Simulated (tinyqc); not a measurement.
# Doping and thickness from pinch-off voltage and conductance

Question. A uniform channel has Vp = q Nd a^2/(2 eps0 eps_r) and G0 = q mu Nd a W/L. Find a and Nd.

Parameters, values chosen for the exercise; material values close to those of indium phosphide:
- eps_r = 12.6 (relative permittivity of the semiconductor)
- mu = 2100 cm^2/(V s) (low-field mobility at this doping)
- L = 2 um (gate length)
- W = 200 um (gate width)

Constants: q = 1.602176634e-19 C, eps0 = 8.8541878128e-14 F/cm where lengths are in cm. Results are converted to the units shown.

Vp = 4.2006548 V
G0 = 131.21827 mS

Solution. G0 gives the product Nd a and Vp gives Nd a^2; their ratio is a.

a = 150 nm
Nd = 2.60e17 cm^-3

tinyqc, about 0.05 s, one thread, Intel Xeon 2.30GHz (shared host): `OMP_NUM_THREADS=1 python tinyqc.py 2500011 2500012 out.jsonl`
